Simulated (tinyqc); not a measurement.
Inside a calculation. Model: surface photovoltage measurement of the minority-carrier diffusion length in a wafer. Computed by tinyqc, a small Python program that keeps every step. Command: `OMP_NUM_THREADS=1 python tinyqc.py 3130492 3130493 out.jsonl spv walk`. One thread of a shared host (Intel(R) Xeon(R) Processor @ 2.30GHz), about 0.01 s of CPU time with the checks. Intermediate numbers are printed to about 7 digits and carried at full precision; extremes and crossings named in words are read from the listed rows.

Low injection, steady light, a depletion layer much thinner than 1/alpha and L. The excess density dn is taken at the front edge of the neutral region; light that reaches the back is lost.

Inputs (values chosen for the exercise, modelled on p-type silicon at room temperature):

| quantity | value | unit |
|---|---|---|
| diffusion length L | 230 | micrometre |
| wafer thickness W | 625 | micrometre |
| diffusivity D | 24.2 | cm^2/s |
| front recombination velocity S_f | 520 | cm/s |
| back recombination velocity S_b | 730000 | cm/s |
| photon flux entering | 1.4e+11 | 1/(cm^2 s) |
| minority density at the surface barrier scale n_0 | 9.8e+10 | 1/cm^3 |
| temperature T | 298 | K |
| wavelength | 913 | nm |
| relative noise of each reading | 0 | % |
| diffusion length after pair splitting over L | 0.86 | - |
| iron factor C | 1.02e+16 | micrometre^2/cm^3 |

Constants: k_B = 8.617333262e-05 eV/K.

## One wavelength

alpha = (84.732/lambda - 76.417)^2 per cm with lambda in micrometre (an empirical fit for silicon between 0.7 and 1.05 micrometre). Thick wafer: dn = Phi L/((S_f + D/L)(L + 1/alpha)). Finite wafer, with s = S_b L/D, w = W/L, a = alpha L: dn = [Phi a/(a^2 - 1)] [a - B - exp(-alpha W)(a - s)/(cosh w + s sinh w)]/(S_f + B D/L), B = (sinh w + s cosh w)/(cosh w + s sinh w). Photovoltage V = (k_B T/e) ln(1 + dn/n_0). Lifetime = L^2/D.

alpha = 268.6037 1/cm

penetration depth 1/alpha = 37.22957 micrometre

dn, thick wafer = 7.664270e+07 1/cm^3

B = 1.008737

dn, finite wafer = 7.606857e+07 1/cm^3

photovoltage V = 0.01992507 mV

lifetime = 21.85950 microsecond

## The linear plot

normal deviates g for the noise: 1.95  -1.18  -0.63  0.23  -1.55  0.79  0.23

Readings y = (Phi/dn) (1 + noise x g) at 780, 830, 880, 920, 950, 975 and 995 nm; a least-squares line y = c (1/alpha + L_app) gives L_app = intercept/slope.

Readings:

| lambda (nm) | 1/alpha (micrometre) | y (cm/s) | line (cm/s) |
|---|---|---|---|
| 780 | 9.6364 | 1648.252 | 1646.370 |
| 830 | 15.1760 | 1686.751 | 1685.540 |
| 880 | 25.3298 | 1757.423 | 1757.338 |
| 920 | 40.6576 | 1864.407 | 1865.722 |
| 950 | 61.2783 | 2009.058 | 2011.532 |
| 975 | 90.9173 | 2218.945 | 2221.110 |
| 995 | 130.8877 | 2506.517 | 2503.742 |

slope = 7.071044 cm/(s micrometre)

apparent length L_app = 223.1961 micrometre

error of L_app (rounded to 0.001) = -2.958 %

Without noise the error would be -3.0 %, from the finite thickness at W/L = 2.7. S_f scales all readings alike and leaves L_app unchanged.

## Where the wafer is too thin

No noise; L is varied at fixed W, and the last two columns set S_b to 0 and to 1e7 cm/s.

Apparent length (micrometre):

| L | W/L | given S_b | S_b = 0 | S_b = 1e7 |
|---|---|---|---|---|
| 31.2 | 20.03205 | 31.2000 | 31.200 | 31.2000 |
| 62.5 | 10.00000 | 62.4998 | 62.500 | 62.4998 |
| 125.0 | 5.00000 | 124.8549 | 125.115 | 124.8542 |
| 188.0 | 3.32447 | 185.7127 | 190.024 | 185.7057 |
| 312.0 | 2.00321 | 285.5836 | 338.142 | 285.5357 |
| 500.0 | 1.25000 | 376.2569 | 647.187 | 376.1279 |
| 812.0 | 0.76970 | 438.4423 | 1396.394 | 438.2308 |
| 1310.0 | 0.47710 | 469.1997 | 3034.829 | 468.9392 |
| 2500.0 | 0.25000 | 484.9440 | 7352.900 | 484.6563 |

With a fast back surface L_app levels off, at 485 micrometre in the last row; with a passive one it reaches up to 2.94 times L among these rows and is 7350 in the last. All three columns are within 5 % of L down to W/L = 3.3.

## Iron from two lengths

Splitting iron-boron pairs in boron-doped silicon shortens L; with nothing else changing, [Fe] = C (1/L_after^2 - 1/L^2). It is evaluated with the true lengths and with the apparent ones (without noise), which differ when the wafer is not thick against L.

L_after = 197.8 micrometre

[Fe] from the true lengths = 6.788731e+10 1/cm^3

[Fe] from the apparent lengths = 6.420572e+10 1/cm^3

bias, apparent over true less 1 (rounded to 0.001) = -5.423 %

Checks made by the program: dn against a finite-difference solution (relative difference 2e-06).
